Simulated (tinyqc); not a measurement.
Worked calculation: charge control and current of a heterostructure field-effect transistor. Computed by tinyqc, a small Python program that keeps every step. Command: `OMP_NUM_THREADS=1 python tinyqc.py 3010036 3010037 out.jsonl hemt walk`. One thread of a shared host (Intel(R) Xeon(R) Processor @ 2.30GHz), about 0.01 s of CPU time with the checks. Intermediate numbers are printed to about 5 digits and carried at full precision; extremes and crossings named in words are read from the listed rows.

Two subbands in a triangular well; E_F is counted from the conduction band edge of the channel at the interface.

Inputs (values chosen for the exercise, modelled on AlGaAs/GaAs):
```
quantity                                  value        unit
channel mass m                            0.065         m_0
permittivity eps (barrier and channel)     12.7           -
barrier thickness d                          23          nm
Schottky barrier phi_B                      1.1          eV
conduction band offset dE_c                0.29          eV
delta-doping density N_d                6.1e+12      1/cm^2
gate voltage V_G                           0.38           V
mobility mu                                5900  cm^2/(V s)
saturation velocity v_s                     1.2    1e7 cm/s
gate length L                                95          nm
source resistance R_S                      0.12      ohm mm
temperature T                                77           K
mixing                                      0.3           -
iteration cap                               200           -
spacer between delta layer and channel        4          nm
```

Charge source: delta doping. Velocity law: two-piece.

Constants: e = 1.602176634e-19 C; eps_0 = 8.8541878128e-12 F/m; k_B = 8.617333262e-05 eV/K; hbar = 1.054571817e-34 J s; m_0 = 9.1093837015e-31 kg; k_B = 1.380649e-23 J/K.

## Threshold and barrier capacitance

Threshold V_T = phi_B - dE_c - e N_d (d - spacer)/(eps eps_0) (in volts); C_b = eps eps_0/d.

threshold voltage V_T = -0.84136 V

barrier capacitance C_b = 0.48891 microfarad/cm^2

The device is normally on.

## First iteration

Charge control: n_s = C_b (V_G - V_T - E_F/e)/e. Well: mean field F = e n_s/(2 eps eps_0), E_i = (hbar^2/2m)^(1/3) [(3 pi e F/2)(i + 3/4)]^(2/3), i = 0, 1; n_s = D k_B T sum_i ln(1 + exp((E_F - E_i)/k_B T)), D = m/(pi hbar^2), which is solved in closed form for E_F. Iteration from n_s = C_b (V_G - V_T)/(2e): E_F from n_s, n_out from the charge control, n_new = n_s + mixing (n_out - n_s), kept above n_s/10; stop when |n_out/n_s - 1| < 1e-9.

starting n_s = 1.8635e+12 1/cm^2

E_0 = 108.87 meV

E_1 = 191.53 meV

E_F = 176.81 meV

n_out = 3.1874e+12 1/cm^2

Caution: a density of n_out would put E_F above the conduction band minimum of the barrier, where parallel conduction sets in.

## Sheet density

The formulas are those given above.

Course of the iteration:
```
iteration  n_s (1/cm^2)  E_F (meV)  |n_out/n_s - 1|
1            1.8635e+12     176.81       7.1046e-01
2            2.2607e+12     206.06       3.7047e-01
3            2.5119e+12     223.98       2.1162e-01
4            2.6714e+12     235.14       1.2654e-01
5            2.7728e+12     242.15       7.7625e-02
6            2.8374e+12     246.58       4.8338e-02
7            2.8785e+12     249.39       3.0376e-02
...                 ...        ...              ...
40           2.9510e+12     254.31       1.0754e-08
41           2.9510e+12     254.31       6.8615e-09
42           2.9510e+12     254.31       4.3780e-09
43           2.9510e+12     254.31       2.7935e-09
44           2.9510e+12     254.31       1.7824e-09
45           2.9510e+12     254.31       1.1373e-09
46           2.9510e+12     254.31       7.2565e-10
```

sheet density n_s = 2.9510e+12 1/cm^2

Converged in 46 iterations.

## Levels and gate capacitance

C_g = e dn_s/dV_G = 1/(1/C_b + 1/C_q), 1/C_q = d(E_F/e)/d(e n_s) by a central difference of +/- 0.1 % in n_s; added distance dd = eps eps_0/C_q.

E_0 = 147.91 meV

E_1 = 260.21 meV

E_F = 254.31 meV

share in the second subband = 2.1023 %

gate capacitance C_g = 0.40524 microfarad/cm^2

added distance dd = 4.7486 nm

C_g is 83 % of C_b: the finite density of states and the rise of E_0 act as 4.7 nm of extra barrier. Caution: E_F lies above the conduction band minimum of the barrier, so electrons would spill into the barrier.

## Saturation current

With V = e n_s/C_g and V_c = v_s L/mu: for v = mu F up to v_s, I/W = C_g v_s V_c (sqrt(1 + (V/V_c)^2) - 1) and V_Dsat = V + V_c - sqrt(V^2 + V_c^2); g_m = dI/dV; extrinsic g_m/(1 + g_m R_S); f_T = g_m/(2 pi C_g L).

V = 1.1667 V

V_c = 0.019322 V

V_Dsat = 0.019162 V

saturation current I/W = 558.04 mA/mm

intrinsic g_m = 486.22 mS/mm

extrinsic g_m = 459.41 mS/mm

intrinsic f_T = 201.01 GHz

V/V_c = 60.38: velocity saturation rules; I is 98 % of e n_s v_s = 567 mA/mm.

## Gate length

The formulas are those given above.

Scaling; the last columns are v_s/(2 pi L) and mu V/(2 pi L^2):
```
L (nm)  I/W (mA/mm)  g_m (mS/mm)  extrinsic g_m (mS/mm)  f_T (GHz)  velocity limit (GHz)  mobility limit (GHz)
30           564.40       486.28                 459.47     636.61                636.62            1.2173e+05
60           561.45       486.26                 459.45     318.29                318.31            3.0432e+04
120          555.61       486.18                 459.38     159.12                159.15            7.6080e+03
250          543.17       485.83                 459.06      76.32                 76.39            1.7529e+03
500          520.05       484.45                 457.83      38.05                 38.20            4.3822e+02
1000         477.01       479.06                 453.02      18.81                 19.10            1.0956e+02
2000         403.04       459.18                 435.20       9.02                  9.55            2.7389e+01
5000         258.10       366.58                 351.13       2.88                  3.82            4.3822e+00
```

f_T scales as L^-1.00 at the short end and L^-1.25 at the long end; the two limits cross at L = mu V/v_s = 5740 nm. g_m tends to C_g v_s = 486 mS/mm, and R_S cuts it by 6 % at the shortest gate. Fringe capacitances and short-channel effects, left out, lower f_T once L is below about ten barrier thicknesses.

Checks made by the program: iterated density against a bracketing root search (relative difference 6e-10).
